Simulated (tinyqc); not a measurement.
Quantum against classical capture: non-radiative capture by multiphonon emission, one effective mode. Computed by tinyqc, a small Python program. Command: `OMP_NUM_THREADS=1 python tinyqc.py 3012564 3012565 out.jsonl capture walk`. One thread of a shared host (Intel(R) Xeon(R) Processor @ 2.30GHz), about 0.01 s of CPU time with the checks.

The initial state (free carrier plus empty centre) lies dE above the final state; both have the same frequency and are displaced by dQ.

Inputs (values chosen for the exercise, for a model semiconductor):
```
quantity                     value                   unit
energy released dE            1.11                     eV
phonon energy hbar omega      46.3                    meV
Huang-Rhys factor S           7.98                      -
electron-phonon coupling W  0.0034  eV/(u^(1/2) angstrom)
cell volume V                  794             angstrom^3
degeneracy g                     1                      -
broadening b                    36                    meV
carrier mass m               0.965                    m_0
dielectric constant eps       10.3                      -
temperature T                  500                      K
```

Centre: attractive.

Constants: hbar^2/u = 4.18015928e-03 eV angstrom^2; k_B = 8.617333262e-05 eV/K; hbar = 6.582119569e-16 eV s; Ry = 13.605693123 eV.

Method:
- dQ = sqrt(2 S (hbar^2/u)/hbar omega); relaxation energy lambda = S hbar omega; phonons needed P = dE/hbar omega; classical barrier E_b = (dE - lambda)^2/(4 lambda); occupation n = 1/(exp(hbar omega/k_B T) - 1).
- M_p = sum_m w_m <m_i|Q|(m + p)_f>^2 with Q counted from the final minimum and Boltzmann weights w_m for m = 0..24; <m_i|Q|k_f> = sqrt((hbar^2/u)/(2 hbar omega)) [sqrt(k) <m|k-1> + sqrt(k+1) <m|k+1>], with overlaps of oscillators displaced by d = sqrt(2 S) summed on 1500 points from -16 to 16 + d.
- The delta function is a Gaussian of standard deviation b at dE - p hbar omega.
- C_0 = V (2 pi/hbar) g W^2 sum_p M_p Gaussian_p. Here the sum runs over all p.
- Classical (Marcus) form: replace the sum by Q_c^2 exp(-E_b/k_B T)/sqrt(4 pi lambda k_B T), Q_c = dQ (dE + lambda)/(2 lambda).
- Sommerfeld factor of an attractive centre: s(k) = 2 pi nu/(1 - exp(-2 pi nu)), nu = sqrt(Ry*/E), Ry* = Ry m/eps^2, averaged over (2/sqrt(pi)) sqrt(x) exp(-x) dx with x = E/k_B T = t^2 (trapezoid, t to 6 in steps of 0.01).
- The last column is -k_B d ln C_0/d(1/T) from this row and the one above.

dQ = 1.20039 u^(1/2) angstrom

lambda = 0.369474 eV

classical barrier E_b = 0.371054 eV

Against temperature:
```
T (K)  C_0, quantum (cm^3/s)  C_0, classical (cm^3/s)  Sommerfeld factor  activation energy (eV)
43                3.7890e-14               1.2513e-52             40.973                       -
81                3.8391e-14               2.3021e-32             29.853              1.0375e-04
130               4.4496e-14               9.1482e-24             23.564              2.7330e-03
210               8.2719e-14               2.1734e-18             18.541              1.8234e-02
320               2.5284e-13               2.0264e-15             15.021              5.8818e-02
480               1.0733e-12               1.4677e-13             12.268              1.1960e-01
750               5.5856e-12               2.9665e-12              9.822              1.8952e-01
1200              2.3523e-11               2.0193e-11              7.784              2.4779e-01
```

At 43.0 K the quantum value is 3.0e38 times the classical one: C_0 comes from tunnelling out of the lowest level and hardly depends on T. At 1200 K the ratio is 1.2. The largest apparent activation energy is 0.248 eV against the classical barrier of 0.371 eV, so an Arrhenius fit understates the barrier, through tunnelling and the broadening b at low T and the T^(-1/2) prefactor at high T. The measured coefficient is C = s C_0, and s changes by a factor 0.19 over these rows, so C changes by 120 where C_0 changes by 620.

Extremes, crossings and ranges named in words are read from the listed rows.
